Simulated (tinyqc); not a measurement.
# Hydrogen passivation of interface dangling bonds: competing passivation and dissociation with distributed barriers, step by step

A worked calculation. Computed by tinyqc, a small Python program that keeps every step. Command: `OMP_NUM_THREADS=1 python tinyqc.py 3004875 3004876 out.jsonl passiv walk`. One thread of a shared host (Intel(R) Xeon(R) Processor @ 2.30GHz), about 0.02 s of CPU time with the checks. Intermediate numbers are printed to about 7 digits and carried at full precision; extremes and crossings named in words are read from the listed rows.

P_b + H2 gives P_bH + H at the rate k_f [H2]; P_bH gives P_b + H at the rate k_d. All defects start unpassivated. E_f and E_d are Gaussian and independent.

Inputs (values chosen for the exercise, close to those used for P_b centres at the silicon-oxide interface): defect density N0 = 2.7e+12 1/cm^2; passivation prefactor k_f0 = 1.2e-07 cm^3/s; mean passivation barrier E_f = 1.5 eV; spread sigma_f = 0.023 eV; dissociation prefactor k_d0 = 6.5e+12 1/s; mean dissociation barrier E_d = 2.87 eV; spread sigma_d = 0.071 eV; H2 in the oxide per atm, solubility factor = 5.6e+17 1/(cm^3 atm); hydrogen pressure p = 1 atm; anneal temperature T = 450 C; anneal time t = 330 s; oxide thickness = 20 nm.

Constants: k_B = 8.617333262e-05 eV/K; e = 1.602176634e-19 C; eps_0 = 8.8541878128e-12 F/m.

## Single barriers

[H2] = solubility factor x p; a = k_f0 [H2] exp(-E_f/(k_B T)), d = k_d0 exp(-E_d/(k_B T)). For one pair of barriers the active share is y = [d + a exp(-(a + d) t)]/(a + d). Temperatures in kelvin are T(C) + 273.15.

passivation rate a = 2.363561 1/s

dissociation rate d = 6.475966e-08 1/s

a t = 779.9751

steady active share d/(a + d) = 2.739919e-08

active share, single barriers = 2.739919e-08

Passivation has run its course, and the balance with dissociation sets the remainder. Caution: single-barrier shares below about 1e-3 are formal; measured passivation levels off well above them.

## Distributed barriers

Average y over both Gaussians with 40 x 40 Gauss-Hermite points. Active density N0 y; threshold shift if each active defect holds one charge, e N0 y t_ox/(3.9 eps_0).

active share y = 5.613078e-08

active density = 151553.1 1/cm^2

threshold shift = 1.406345e-04 mV

The spread changes the remainder by a factor 2.05: sigma_f/(k_B T) = 0.37 and sigma_d/(k_B T) = 1.14. Caution: densities below a few 1e9 per cm^2 are formal: other defects set the floor in real interfaces.

## Best anneal temperature for this time and pressure

Minimise the averaged y over T between 150 and 900 C: find where ln y is equal at T - 0.05 and T + 0.05 C; T is rounded to 0.1 C.

best temperature = 383.2 C

least active share = 7.472175e-09

Caution: a least active share below 1e-3 is a property of the model; measured passivation levels off well above it. Caution: atomic hydrogen, which both passivates and depassivates, and further passivation during cooling are left out.

## Isochronal anneals

The formulas are those given above.

Active share after the time t:
```
T (C)       a (1/s)       d (1/s)  single barriers   distributed
200    7.080319e-06  1.749771e-18     9.976662e-01  9.972657e-01
250    2.382775e-04  1.461164e-15     9.243804e-01  9.153928e-01
300    4.341956e-03  3.772695e-13     2.386289e-01  2.536725e-01
350    4.965840e-02  3.995271e-11     7.720531e-08  1.117388e-04
400    3.954421e-01  2.116567e-09     5.352408e-09  1.224624e-08
450    2.363561e+00  6.475966e-08     2.739919e-08  5.613078e-08
500    1.121036e+01  1.272972e-06     1.135532e-07  2.126571e-07
600    1.477217e+02  1.767733e-04     1.196663e-06  1.957095e-06
700    1.145842e+03  8.905779e-03     7.772199e-06  1.154853e-05
800    6.067332e+03  2.161138e-01     3.561798e-05  4.932580e-05
```

The distributed share is least at 400 C among these rows, 1.2e-8, and the search puts the optimum at 383.2 C. On the cold side defects with high E_f survive; on the hot side dissociation, with the larger barrier, gains on passivation with an energy E_d - E_f = 1.37 eV. In that row single barriers give 5.4e-9, so the spread raises the floor. Caution: shares below about 1e-3 in these rows are formal; measured passivation levels off well above them.

Checks made by the program: Gauss-Hermite average against a fine uniform grid (relative difference below 1e-10).
